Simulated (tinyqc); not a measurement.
From results back to parameters: thin (001) film in sp3s* tight binding with raised dangling bonds. Four cases, with inputs chosen for the exercise.

Problem. The gap of a passivated film (lowest level above mid-gap less highest below, mid-gap being half the lower bulk edge) belongs to a hidden number of planes between 6 and 45.

Planes alternate anion (a), cation (c) along [001], a/4 apart, starting with an anion; zero in-plane momentum; levels counted from the bulk Ev, the lower root of [[Epa, Vxx], [Vxx, Epc]]; no spin-orbit coupling. Block of s, pz, s*: from an anion to the cation above, Vss/2 (s,s), Vsapc/2 (s,z), -Vscpa/2 (z,s), Vxx/2 (z,z), Vxapc/2 (s*,z), -Vpaxc/2 (z,s*); to the cation below the same with the s-z and s*-z signs reversed. Block of u = (px + py)/sqrt2 and v = (px - py)/sqrt2: to the cation above (Vxx + Vxy)/2 for u and (Vxx - Vxy)/2 for v, to the cation below the reverse. Each surface atom has two dangling sp3 hybrids; raising both by dl adds (dl/2) [[1, t], [t, 1]] to its s, pz levels (t = -1 at the bottom face, +1 at the top) and dl to the one of u, v in whose plane the missing bonds lie (v for a bottom anion or a top cation, u for a top anion).

Case 1.

Values chosen (out of a larger set: near a published set for Si, fitted to gaps, whose masses and valley positions are rough; not measured data): p = (-4.212, 1.718, -4.212, 1.718, 6.637, 6.637, -8.31, 1.712, 4.601, 5.763, 5.763, 5.387, 5.387) eV (order Esa, Epa, Esc, Epc, Exa, Exc, Vss, Vxx, Vxy, Vsapc, Vscpa, Vxapc, Vpaxc); dp = 30 eV (value of dl for the passivated films); a = 5.432 angstrom (lattice constant).

edges (eV): Gamma 3.4240, Delta 1.1537

gap of the film = 1.2178 eV

Case 2.

Values chosen (out of a larger set: near a published set for Si, fitted to gaps, whose masses and valley positions are rough; not measured data): p = (-4.191, 1.714, -4.191, 1.714, 6.697, 6.697, -8.367, 1.732, 4.541, 5.68, 5.68, 5.397, 5.397) eV (order Esa, Epa, Esc, Epc, Exa, Exc, Vss, Vxx, Vxy, Vsapc, Vscpa, Vxapc, Vpaxc); dp = 30 eV (value of dl for the passivated films); a = 5.426 angstrom (lattice constant).

edges (eV): Gamma 3.4640, Delta 1.1518

gap of the film = 1.7555 eV

Case 3.

Values chosen (out of a larger set: near a published set for Ge, fitted to gaps, whose masses and valley positions are rough; the L valleys, lowest in Ge, lie off zero in-plane momentum and are not seen; not measured data): p = (-5.881, 1.605, -5.881, 1.605, 6.365, 6.365, -6.816, 1.625, 4.925, 5.427, 5.427, 5.279, 5.279) eV (order Esa, Epa, Esc, Epc, Exa, Exc, Vss, Vxx, Vxy, Vsapc, Vscpa, Vxapc, Vpaxc); dp = 30 eV (value of dl for the passivated films); a = 5.657 angstrom (lattice constant).

edges (eV): Gamma 0.9550, Delta 0.7306

gap of the film = 0.8183 eV

Case 4.

Values chosen (out of a larger set: near a published set for GaP, fitted to gaps, whose masses and valley positions are rough; not measured data): p = (-8.199, 1.115, -2.202, 4.082, 8.456, 7.196, -7.478, 2.173, 5.093, 4.227, 6.295, 4.643, 5.037) eV (order Esa, Epa, Esc, Epc, Exa, Exc, Vss, Vxx, Vxy, Vsapc, Vscpa, Vxapc, Vpaxc); dp = 30 eV (value of dl for the passivated films); a = 5.454 angstrom (lattice constant).

edges (eV): Gamma 2.8889, Delta 2.3222

gap of the film = 2.3790 eV

Find: N; thickness N a/4.

Solution.

Case 1.

N = 33
thickness N a/4 = 44.81 angstrom

Computing the films in turn gives 1.2195, 1.2178 and 1.2123 eV for N = 32, 33 and 34; no other N in the range comes within 1 meV.

Case 2.

N = 9
thickness N a/4 = 12.21 angstrom

Computing the films in turn gives 1.7989, 1.7555 and 1.6302 eV for N = 8, 9 and 10; no other N in the range comes within 1 meV.

Case 3.

N = 28
thickness N a/4 = 39.60 angstrom

Computing the films in turn gives 0.8290, 0.8183 and 0.8172 eV for N = 27, 28 and 29; no other N in the range comes within 1 meV.

Case 4.

N = 28
thickness N a/4 = 38.18 angstrom

Computing the films in turn gives 2.3855, 2.3790 and 2.3775 eV for N = 27, 28 and 29; no other N in the range comes within 1 meV.

Computed by tinyqc, one run a case: `OMP_NUM_THREADS=1 python tinyqc.py N N+1 out.jsonl` with N = 1482552, 1482638, 1482730, 1482766; one thread of a shared Intel(R) Xeon(R) Processor @ 2.30GHz, about 0.4 s a run at most.
